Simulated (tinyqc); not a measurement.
Modulation-doped quantum well, Poisson-Schroedinger loop with local exchange and correlation: one step of the calculation.

A well of width L centred at z = 0 between barriers Vb; effective-mass electrons, parabolic bands. The electrons come from donor sheets outside the mesh, a share fL of Ns on the left and the rest on the right, so the structure is neutral. Energies are counted from the band edge of the well, with U = 0 on the first node in the Hartree part.

Task. Levels and probability densities. Tridiagonal Hamiltonian with psi = 0 one step beyond both ends: H_ii = C (1/m_(i-1/2) + 1/m_(i+1/2))/hz^2 + V0_i + U_i, H_(i,i+1) = -C/(m_(i+1/2) hz^2), C = hbar^2/(2 m0). The lowest 3 level(s) are kept, normalised to hz sum |psi|^2 = 1.

Parameters, values chosen for the exercise: mesh step hz = 0.64 nm.

Constants: q = 1.602176634e-19 C, hbar = 1.054571817e-34 J s, m0 = 9.1093837015e-31 kg, hbar^2/(2 m0) = 0.0380998212 eV nm^2. Results are converted to the units shown.

```
node,fixed potential V0 (eV),self-consistent potential U at the start (eV)
1,0.40700000,0
2,0.40700000,0
3,0.40700000,0
4,0.40700000,0
5,0.40700000,0
6,0.00000000,0
7,0.00000000,0
8,0.00000000,0
9,0.00000000,0
10,0.00000000,0
11,0.00000000,0
12,0.00000000,0
13,0.00000000,0
14,0.00000000,0
15,0.00000000,0
16,0.00000000,0
17,0.40700000,0
18,0.40700000,0
19,0.40700000,0
20,0.40700000,0
21,0.40700000,0
```

mass on the intervals 1/2, 3/2, ... (mean of both at an interface) (m0): [0.246, 0.246, 0.246, 0.246, 0.246, 0.2205, 0.195, 0.195, 0.195, 0.195, 0.195, 0.195, 0.195, 0.195, 0.195, 0.195, 0.2205, 0.246, 0.246, 0.246, 0.246, 0.246]

Give: levels; |psi|^2 of E1; |psi|^2 of E2; |psi|^2 of E3.

Result.

levels (eV): E1 0.02487, E2 0.09847, E3 0.21655

```
node,|psi|^2 of E1 (1/nm),|psi|^2 of E2 (1/nm),|psi|^2 of E3 (1/nm)
1,0.00000,0.00002,0.00012
2,0.00002,0.00013,0.00078
3,0.00013,0.00076,0.00343
4,0.00093,0.00440,0.01413
5,0.00644,0.02537,0.05712
6,0.03903,0.12894,0.20665
7,0.08469,0.21311,0.19261
8,0.13637,0.21987,0.05014
9,0.18344,0.14392,0.00859
10,0.21621,0.04474,0.13484
11,0.22794,0.00000,0.22566
12,0.21621,0.04474,0.13484
13,0.18344,0.14392,0.00859
14,0.13637,0.21987,0.05014
15,0.08469,0.21311,0.19261
16,0.03903,0.12894,0.20665
17,0.00644,0.02537,0.05712
18,0.00093,0.00440,0.01413
19,0.00013,0.00076,0.00343
20,0.00002,0.00013,0.00078
21,0.00000,0.00002,0.00012
```

tinyqc, about 0.3 s, one thread, Intel Xeon 2.30GHz (shared host): `OMP_NUM_THREADS=1 python tinyqc.py 2140041 2140042 out.jsonl`
